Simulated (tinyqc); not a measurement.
Ways to converge the cycle: SCF convergence aids in the sto-6g basis, for BeH2, spin multiplicity 1. Computed by the program tinyqc with PySCF. 

Geometry (angstrom):
```
atom,x,y,z
Be,0.0000,0.0000,0.0000
H,0.0000,1.6110,0.0150
H,0.0000,-1.6110,0.0150
```

lowest restricted solution found by these runs and by PySCF = -15.663012 hartree

RHF with one setting changed at a time; a run stops when the energy changes by less than 1e-09 hartree and the error matrix is below 1e-5. The start is random orbitals. Damping d keeps d of the old density; a shift (hartree) raises the virtual levels; DIIS n extrapolates F over n matrices.

Largest element of the error matrix X^T (FDS - SDF) X:
```
iteration,plain,damping 0.3,damping 0.6,shift 0.4,DIIS 3,DIIS 8
1,2.5e+00,2.5e+00,2.5e+00,2.5e+00,2.5e+00,2.5e+00
2,4.9e-01,5.6e-01,1.3e+00,5.6e-01,4.9e-01,4.9e-01
3,3.1e-02,2.1e-01,7.1e-01,2.5e-01,6.9e-02,6.9e-02
4,1.2e-02,1.1e-01,4.0e-01,9.1e-02,1.1e-02,1.1e-02
5,5.8e-03,4.6e-02,2.3e-01,3.4e-02,3.4e-03,3.3e-03
6,3.0e-03,1.9e-02,1.3e-01,1.7e-02,6.3e-04,4.2e-04
8,7.7e-04,5.0e-03,6.7e-02,7.7e-03,1.5e-05,6.5e-06
10,2.0e-04,2.1e-03,3.3e-02,3.5e-03,-,-
14,1.3e-05,4.0e-04,6.9e-03,8.9e-04,-,-
20,-,3.2e-05,1.6e-03,1.1e-04,-,-
30,-,-,1.8e-04,-,-,-
45,-,-,6.7e-06,-,-,-
```

How each run ends:
```
run,iterations,E (hartree),state
plain,15,-15.663012,lowest found
damping 0.3,24,-15.663012,lowest found
damping 0.6,47,-15.663012,lowest found
shift 0.4,28,-15.663012,lowest found
DIIS 3,9,-15.663012,lowest found
DIIS 8,9,-15.663012,lowest found
```

6 of 6 runs reach the lowest restricted solution found, in 9 to 47 iterations (fastest: DIIS 3, DIIS 8). Plain steps already contract here, so damping only slows them. DIIS 3 and DIIS 8 gain by cancelling the error over several earlier matrices, much as a quasi-Newton step does.
